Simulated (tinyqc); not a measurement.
Strained alloy layer of GaSb and GaAs on (001) InP, model-solid band line-up: one step of the calculation.

The layer is x parts of the first compound and 1 - x of the second, grown coherently on the third as substrate and barrier. Rows of the table: lattice constant a, average valence level Ea on an absolute scale, spin-orbit splitting so, gaps at Gamma, X and L, hydrostatic deformation potentials av and ac (Gamma), shear potential b, elastic constants, electron and heavy-hole (along z) masses. All are interpolated linearly in x; gaps get -C x (1 - x), taken wholly in the conduction band; real line-ups can differ from this model by 0.1 eV or more.

Task. Band edges and offsets. In-plane strain e = (a_substrate - a)/a, e_z = -2 (c12/c11) e, volume change 2 e + e_z. With v = 2 e + e_z and d = 2 b (e_z - e): Eav = Ea + av v; E_hh = Eav + so/3 - d/2; E_lh = Eav - so/6 + d/4 + sqrt(so^2 + so d + 9 d^2/4)/2; E_c = Ea + so/3 + EG + ac v (Gamma). Substrate: E_v = Ea + so/3, E_c = E_v + EG. Well depths: dEc = E_c(substrate) - E_c, dEhh = E_hh - E_v(substrate), dElh likewise; strained Gamma gap E_c - max(E_hh, E_lh); positive values confine carriers in the layer.

Parameters, values chosen for the exercise:
- x = 0.46 (fraction of the first compound in the layer)
- CG = 1.43 eV (bowing of the Gamma gap)
- CX = 1.2 eV (bowing of the X gap)
- CL = 1.2 eV (bowing of the L gap)

Binary compounds, values chosen for the exercise:
```
,close to GaSb,close to GaAs,close to InP
a (angstrom),6.096,5.653,5.869
Ea (eV),-6.25,-6.92,-7.04
so (eV),0.753,0.343,0.109
EG (eV),0.719,1.43,1.33
EX (eV),1.04,1.89,2.22
EL (eV),0.801,1.71,1.94
av (eV),0.782,1.17,1.26
ac (eV),-6.86,-7.25,-4.96
b (eV),-1.99,-1.72,-1.7
c11 (GPa),88.4,119,102
c12 (GPa),39.8,53.2,56
me (m0),0.039,0.0662,0.0802
mh (m0),0.25,0.354,0.536
```

Wanted: d; E_hh; E_lh; E_c; strained Gamma gap; dEc; dEhh; dElh.

Result.

d = 0.014596 eV
E_hh = -6.4396 eV
E_lh = -6.4248 eV
E_c = -5.7032 eV
strained Gamma gap = 0.72167 eV
dEc = 0.029484 eV
dEhh = 0.56405 eV
dElh = 0.57884 eV

The light-hole band lies on top, by 14.8 meV. At Gamma the line-up is type I, both carriers held in the layer.

Program tinyqc, `OMP_NUM_THREADS=1 python tinyqc.py 2690072 2690073 out.jsonl`; Intel Xeon 2.30GHz, shared host, one thread, about 0.03 s.
